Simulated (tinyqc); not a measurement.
MOS inversion layer, Poisson-Schroedinger loop: one step of the calculation.

Electrons confined at an insulator interface at z = 0, treated as a hard wall; parabolic valleys, Hartree approximation, no image or exchange terms. The depletion charge lies far deeper than the electrons and gives a uniform field q Nd/(eps0 eps_r); the gate balances all charge. Energies are counted from the band edge at the interface.

Problem. Fermi level and occupations. Level k holds N_k = D_k Vt ln(1 + exp((EF - E_k)/Vt)) with D = 2 md1 m0 q/(pi hbar^2) for the set A, D = 4 md2 m0 q/(pi hbar^2) for the set B per eV (spin included); EF is fixed by sum N_k = Ns.

Parameters, values chosen for the exercise; masses and permittivity close to those of silicon (100):
- T = 200 K (temperature)
- md1 = 0.189 m0 (in-plane density-of-states mass of set A)
- md2 = 0.413 m0 (in-plane density-of-states mass of set B)
- Ns = 3.8e11 cm^-2 (sheet density of electrons)

Constants: q = 1.602176634e-19 C, kB = 1.380649e-23 J/K, hbar = 1.054571817e-34 J s, m0 = 9.1093837015e-31 kg, Vt = kB T/q. Results are converted to the units shown.

levels (eV): A1 0.10220309, A2 0.17469007, B1 0.27360337, B2 0.40143914

Give: EF; N_k.

Solution.

EF = 0.069194 eV
N_k (cm^-2): A1 3.7395e11, A2 5.9693e9, B1 8.4025e7, B2 50477

Program tinyqc, `OMP_NUM_THREADS=1 python tinyqc.py 2160043 2160044 out.jsonl`; Intel Xeon 2.30GHz, shared host, one thread, about 0.7 s.
